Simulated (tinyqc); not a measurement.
Inside a calculation. Method: sp3 tight binding, zinc-blende lattice. One step of it, computed by the program tinyqc.

Task: Bloch Hamiltonian at X. Slater-Koster rules over the four bonds with direction cosines (l, m, n): ss V_ss; s-px l V_sp; px-s -l V_sp; px-px l^2 V_pps + (1 - l^2) V_ppp; px-py l m (V_pps - V_ppp); each times exp(i k.d).

Parameters chosen for this model: zinc-blende lattice, anion at 0, cation at a/4 (1,1,1); V = eta hbar^2 / (m d^2), hbar^2/m = 7.619964 eV angstrom^2:
```
parameter          value      unit
a               6.260000  angstrom
d               2.710660  angstrom
Es anion      -12.760000        eV
Ep anion       -7.540000        eV
Es cation     -12.760000        eV
Ep cation      -7.540000        eV
eta ss         -1.320000
eta sp          1.420000
eta pp sigma    2.220000
eta pp pi      -0.630000
V ss           -1.368916        eV
V sp            1.472622        eV
V pp sigma      2.302268        eV
V pp pi        -0.653346        eV
```

k point X (2 pi / a): [1, 0, 0]

Give: H(k) at X.

Result:

H(k) at X (eV), order a s, a px, a py, a pz, c s, c px, c py, c pz:
```
[[-12.7600, 0.0000, 0.0000, 0.0000, 0.0000, 0.0000+3.4009i, 0.0000, 0.0000],
 [0.0000, -7.5400, 0.0000, 0.0000, 0.0000-3.4009i, 0.0000, 0.0000, 0.0000],
 [0.0000, 0.0000, -7.5400, 0.0000, 0.0000, 0.0000, 0.0000, 0.0000+3.9408i],
 [0.0000, 0.0000, 0.0000, -7.5400, 0.0000, 0.0000, 0.0000+3.9408i, 0.0000],
 [0.0000, 0.0000+3.4009i, 0.0000, 0.0000, -12.7600, 0.0000, 0.0000, 0.0000],
 [0.0000-3.4009i, 0.0000, 0.0000, 0.0000, 0.0000, -7.5400, 0.0000, 0.0000],
 [0.0000, 0.0000, 0.0000, 0.0000-3.9408i, 0.0000, 0.0000, -7.5400, 0.0000],
 [0.0000, 0.0000, 0.0000-3.9408i, 0.0000, 0.0000, 0.0000, 0.0000, -7.5400]]
```
